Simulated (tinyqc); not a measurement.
Sp3 tight binding, zinc-blende lattice, step by step. One step of it, computed by the program tinyqc.

Question. Bloch Hamiltonian at X. Slater-Koster rules over the four bonds with direction cosines (l, m, n): ss V_ss; s-px l V_sp; px-s -l V_sp; px-px l^2 V_pps + (1 - l^2) V_ppp; px-py l m (V_pps - V_ppp); each times exp(i k.d).

Parameters chosen for this model: zinc-blende lattice, anion at 0, cation at a/4 (1,1,1); V = eta hbar^2 / (m d^2), hbar^2/m = 7.619964 eV angstrom^2:
```
parameter          value      unit
a               3.540000  angstrom
d               1.532865  angstrom
Es anion      -16.830000        eV
Ep anion       -9.290000        eV
Es cation      -9.100000        eV
Ep cation      -5.250000        eV
eta ss         -1.400000
eta sp          1.840000
eta pp sigma    3.240000
eta pp pi      -0.810000
V ss           -4.540181        eV
V sp            5.967095        eV
V pp sigma     10.507276        eV
V pp pi        -2.626819        eV
```

k point X (2 pi / a): [1, 0, 0]

Give: H(k) at X.

Answer.

H(k) at X (eV), order a s, a px, a py, a pz, c s, c px, c py, c pz:
$$\begin{pmatrix}
-16.830 & 0.000 & 0.000 & 0.000 & 0.000 & 0.000+13.780i & 0.000 & 0.000 \\
0.000 & -9.290 & 0.000 & 0.000 & 0.000-13.780i & 0.000 & 0.000 & 0.000 \\
0.000 & 0.000 & -9.290 & 0.000 & 0.000 & 0.000 & 0.000 & 0.000+17.512i \\
0.000 & 0.000 & 0.000 & -9.290 & 0.000 & 0.000 & 0.000+17.512i & 0.000 \\
0.000 & 0.000+13.780i & 0.000 & 0.000 & -9.100 & 0.000 & 0.000 & 0.000 \\
0.000-13.780i & 0.000 & 0.000 & 0.000 & 0.000 & -5.250 & 0.000 & 0.000 \\
0.000 & 0.000 & 0.000 & 0.000-17.512i & 0.000 & 0.000 & -5.250 & 0.000 \\
0.000 & 0.000 & 0.000-17.512i & 0.000 & 0.000 & 0.000 & 0.000 & -5.250
\end{pmatrix}$$
